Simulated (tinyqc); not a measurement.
Inside a calculation. Method: tight binding, dimerised chain. One step of it, computed by the program tinyqc.

Problem. Open chain of 5 cells. The same hoppings without the wrap-around bond.

H of the open chain (eV):
```
            1          2          3          4          5          6          7          8
1    0.000000  -1.480000   0.000000   0.000000   0.000000   0.000000   0.000000   0.000000
2   -1.480000   0.000000  -1.510000   0.000000   0.000000   0.000000   0.000000   0.000000
3    0.000000  -1.510000   0.000000  -1.480000   0.000000   0.000000   0.000000   0.000000
4    0.000000   0.000000  -1.480000   0.000000  -1.510000   0.000000   0.000000   0.000000
5    0.000000   0.000000   0.000000  -1.510000   0.000000  -1.480000   0.000000   0.000000
6    0.000000   0.000000   0.000000   0.000000  -1.480000   0.000000  -1.510000   0.000000
7    0.000000   0.000000   0.000000   0.000000   0.000000  -1.510000   0.000000  -1.480000
8    0.000000   0.000000   0.000000   0.000000   0.000000   0.000000  -1.480000   0.000000
9    0.000000   0.000000   0.000000   0.000000   0.000000   0.000000   0.000000  -1.510000
10   0.000000   0.000000   0.000000   0.000000   0.000000   0.000000   0.000000   0.000000

            9         10
1    0.000000   0.000000
2    0.000000   0.000000
3    0.000000   0.000000
4    0.000000   0.000000
5    0.000000   0.000000
6    0.000000   0.000000
7    0.000000   0.000000
8   -1.510000   0.000000
9    0.000000  -1.480000
10  -1.480000   0.000000
```

Give: levels; weights of the highest filled level on the sites.

Solution.

levels (eV): [-2.8687, -2.5145, -1.9558, -1.2369, -0.4069, 0.4069, 1.2369, 1.9558, 2.5145, 2.8687]

weights of the highest filled level on the sites: [0.1830, 0.0138, 0.1502, 0.0513, 0.1016, 0.1016, 0.0513, 0.1502, 0.0138, 0.1830]

The bulk gap runs from -0.0300 to 0.0300 eV; no level of this chain lies inside it.
